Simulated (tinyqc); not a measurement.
# Stability and critical current from long pulses

Inverse problem. For long pulses a magnetic tunnel junction switches at I = Ic0 [1 - ln(tp/t0)/Delta]. Find Ic0 and Delta.

Parameters, values chosen for the exercise:
```
symbol  value  unit       meaning
t0          1    ns  attempt time
```

switching current for pulses of 0.0001 and 1 s (uA): 15.946086  10.245285

Answer. I is linear in ln tp: it equals Ic0 at tp = t0, and the slope is -Ic0/Delta.

Ic0 = 23.1 uA
Delta = 37.3

Computed by the program tinyqc: `OMP_NUM_THREADS=1 python tinyqc.py 2450037 2450038 out.jsonl`, one thread of a shared Intel Xeon 2.30GHz, about 0.01 s for the whole run.
